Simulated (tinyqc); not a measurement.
What each parameter of the potential does: deformation potentials from a strained empirical pseudopotential.

Diamond lattice, no spin-orbit coupling. Atomic form factor V(q) = a1 (q^2 - a2)/(a3 exp(a4 q^2) - 1) in rydberg with q in 1/bohr, for the unstrained cell. Under a strain e the reciprocal vectors and k go over into (1 + e)^(-1) G, the atoms sit at +/- tau with tau = (1 + e) a (1,1,1)/8 - zeta a (eyz, ezx, exy)/4, and H(G,G') = c |k + G|^2 delta + (V(q)/det(1 + e)) cos(q.tau), q = G - G', with the term q = 0 left out; c = hbar^2/2m0. The basis is fixed before straining: all G with |k + G|^2 up to 16 (2 pi/a)^2. k is given in units of 2 pi/a of the unstrained cell.

Constants: hbar^2/2m0 = 3.80998211 eV angstrom^2; Ry = 13.60569312 eV; a0 (Bohr radius) = 0.5291772105 angstrom.

Parameters, chosen for this exercise (a germanium-sized cell with gaps well above those of Ge; not measured data):
```
symbol  value  unit      meaning
a       5.659  angstrom  lattice constant
a1      0.397
a2      2.431
a3      2.053
a4      0.456
kD      0.82   2 pi/a    position of the Delta minimum
```

Gaps from the valence top to level 5 at Gamma and level 5 at (kD,0,0) and L, and their deformation potentials [E(+h) - E(-h)]/(3 ln((1 + h)/(1 - h))) for e = +/- h 1, h = 0.002. The row for the lattice constant keeps V(q) without the volume factor, so it is not a strain.

Results for these values:
```
case  Gamma (eV)  Delta (eV)  L (eV)  potential Gamma (eV)  potential Delta (eV)  potential L (eV)
base       1.555       1.301   1.146                 -8.94                  0.82             -2.93
```

What happens to each result for a4 = 0.461, all else kept?

Answer: Gamma falls from 1.555 to 1.495; Delta falls from 1.301 to 1.226; L falls from 1.146 to 1.084; potential Gamma rises from -8.94 to -8.80; potential Delta rises from 0.82 to 0.91; potential L rises from -2.93 to -2.83.

The same for each parameter in turn:
```
case                Gamma (eV)  Delta (eV)  L (eV)  potential Gamma (eV)  potential Delta (eV)  potential L (eV)
base                     1.555       1.301   1.146                 -8.94                  0.82             -2.93
a = 5.716 angstrom       1.347       1.534   1.197                 -9.13                  0.51             -3.13
a1 = 0.401               1.577       1.372   1.193                 -9.03                  0.79             -2.97
a2 = 2.407               1.693       1.239   1.163                 -8.90                  0.88             -2.89
a3 = 2.032               1.575       1.400   1.209                 -9.05                  0.80             -2.97
a4 = 0.461               1.495       1.226   1.084                 -8.80                  0.91             -2.83
```

(tinyqc, `OMP_NUM_THREADS=1 python tinyqc.py 1850359 1850360 out.jsonl`, Intel(R) Xeon(R) Processor @ 2.30GHz, 1 thread, shared host, about 0.2 s.)
